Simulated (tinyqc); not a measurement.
## Dose and depth of a threshold implant

Question. A sheet of D acceptors per cm^2 lies at depth xi inside the depleted layer of a body doped Na. In the depletion approximation VT = Vfb + f2 + q D/Cox + gamma sqrt(f2 + Vsb - q D xi/(eps0 eps_r)), gamma = sqrt(2 eps0 eps_r q Na)/Cox, Cox = eps0 eox/tox. Find gamma, D and xi.

Parameters, values chosen for the exercise; band and dielectric values close to those of silicon:
```
symbol,value,unit,meaning
eps_r,11.8,,relative permittivity
Na,1.7e18,cm^-3,acceptor density deep in the body
eox,3.9,,relative permittivity of the gate insulator (close to silicon dioxide)
tox,11,nm,insulator thickness
Vfb,-0.49,V,flat-band voltage
f2,0.967,V,band bending 2 phiF at threshold
```

Constants: q = 1.602176634e-19 C, eps0 = 8.8541878128e-14 F/cm where lengths are in cm. Results are converted to the units shown.

VT against the source at Vsb = 0 and 2 V (V): [3.3091217, 5.1258118]

Solution. With y^2 = f2 - q D xi/(eps0 eps_r) and d the difference of the thresholds over gamma, sqrt(y^2 + Vsb) - y = d gives y = (Vsb - d^2)/(2 d). The first threshold then gives D, and y^2 gives xi.

gamma = 2.40 V^0.5
D = 1.10e12 cm^-2
xi = 4.40 nm

Numbers from tinyqc (`OMP_NUM_THREADS=1 python tinyqc.py 2080041 2080042 out.jsonl`; about 0.5 s on one thread of a shared Intel Xeon 2.30GHz).
